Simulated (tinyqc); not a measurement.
# Gate-all-around wire, scale length and short-channel effects: what changes with what

A round wire of diameter ts in an insulator shell of thickness ti under a surrounding gate. Below threshold the potential that source and drain add obeys Laplace's equation and vanishes on the gate. Its lowest mode decays along the channel as exp(-k y); k is the smallest positive root of the matching condition at the interface, and the scale length is Lambda = pi/k.

Parameters, values chosen for the exercise; permittivities: semiconductor close to that of silicon, insulator close to that of hafnium oxide:

| symbol | value | unit | meaning |
|---|---|---|---|
| T | 300 | K | temperature |
| eps_r | 11.6 |  | relative permittivity of the semiconductor |
| ei | 22.6 |  | relative permittivity of the insulator |
| ti | 14 | nm | insulator thickness |
| ts | 10.2 | nm | wire diameter |
| L | 34 | nm | channel length |
| Vbi | 0.88 | V | potential of the source |
| sT | 0.51 | V | potential of the barrier top at threshold |
| Vds | 0.6 | V | drain voltage |

Constants: q = 1.602176634e-19 C, kB = 1.380649e-23 J/K, Vt = kB T/q. Results are converted to the units shown.

Each table varies one quantity; the others keep the values above.

## A higher permittivity at fixed equivalent oxide thickness

k is the smallest positive root of f(k) = ei J0(u)[J1(u) Y0(v) - Y1(u) J0(v)] - eps_r J1(u)[J0(u) Y0(v) - Y0(u) J0(v)], u = k ts/2, v = u + k ti. Along the channel psi(y) = s + a exp(y/l) + b exp(-y/l) with psi(0) = Vbi, psi(L) = Vbi + Vds and l = 1/k = Lambda/pi; with A = Vbi - s, B = A + Vds, x = exp(-L/l): a = (B - A x) x/(1 - x^2), b = (A - B x)/(1 - x^2). The minimum is s + 2 sqrt(a b), at y = (l/2) ln(b/a). The long-channel potential follows the gate as s = sT + (Vg - VTL)/m, and the threshold VT is the gate voltage at which the minimum equals sT. Swing = m Vt ln 10/g at threshold, g = d(minimum)/ds = 1 - (b x + a)/((1 + x) sqrt(a b)). DIBL = [VT(0.05 V) - VT(Vds)]/(Vds - 0.05 V). sT and Vbi are held fixed; m = 1. The equivalent oxide thickness 3.9 ti/ei is held at 2.4 nm, so ti = 2.4 ei/3.9 nm.

A higher permittivity at fixed equivalent oxide thickness:
```
ei,ti (nm),Lambda (nm),L/Lambda,DIBL (mV/V),swing (mV/decade)
3.9,2.400,13.94,2.439,17.13,62.53
5,3.077,13.98,2.431,17.34,62.57
7.5,4.615,14.40,2.360,19.52,62.94
10,6.154,15.25,2.230,24.32,63.76
15,9.231,17.96,1.893,43.65,67.01
20,12.31,21.48,1.583,77.34,72.51
25,15.38,25.33,1.342,125.0,80.05
35,21.54,33.37,1.019,258.6,100.5
```

As ei goes from 3.9 to 35, Lambda rises from 13.9 to 33.4 nm, DIBL rises from 17.1 to 259 mV/V and the swing rises from 62.5 to 100 mV a decade. The ratio ei/ti is the same in every row, yet the insulator grows from 2.40 to 21.5 nm, and drain fields reach the channel sideways through it. For ei = 25 to 35 L is under 1.5 Lambda, where higher modes, left out of the one-mode potential, count.

## Effect of the insulator thickness

Same model as above.

Effect of the insulator thickness:
```
ti (nm),Lambda (nm),L/Lambda,VT - VTL at Vds (mV),DIBL (mV/V),swing (mV/decade)
4.7,11.00,3.092,-9.484,5.917,60.58
6.1,12.82,2.653,-19.22,12.03,61.65
7.9,15.25,2.230,-38.63,24.33,63.77
10,18.12,1.876,-70.86,44.98,67.24
13,22.22,1.530,-133.3,85.68,73.85
17,27.65,1.230,-243.7,158.8,85.30
22,34.37,0.9892,-421.3,278.3,103.4
```

As ti goes from 4.7 to 22 nm, Lambda rises from 11.0 to 34.4 nm, DIBL rises from 5.92 to 278 mV/V and the swing rises from 60.6 to 103 mV a decade. On average Lambda goes as ti^(0.74). For ti = 17 to 22 nm L is under 1.5 Lambda, where higher modes, left out of the one-mode potential, count.

## Effect of the drain voltage

Same model as above.

The same in every row: Lambda (nm) = 23.59; L/Lambda = 1.442.

Effect of the drain voltage:
```
Vds (V),VT - VTL at Vds (mV),DIBL (mV/V),swing (mV/decade)
0.2,-119.3,115.1,75.23
0.35,-134.8,109.3,75.64
0.5,-149.1,104.6,76.11
0.65,-162.5,100.8,76.61
0.8,-175.2,97.53,77.10
0.95,-187.3,94.71,77.60
1.1,-198.9,92.23,78.09
```

What does the table show?

As Vds goes from 0.2 to 1.1 V, Lambda stays at 23.6 nm, DIBL falls from 115 to 92.2 mV/V and the swing rises from 75.2 to 78.1 mV a decade. In every row L is under 1.5 Lambda, where higher modes, left out of the one-mode potential, count.

tinyqc, about 0.01 s, one thread, Intel Xeon 2.30GHz (shared host): `OMP_NUM_THREADS=1 python tinyqc.py 2420071 2420072 out.jsonl`
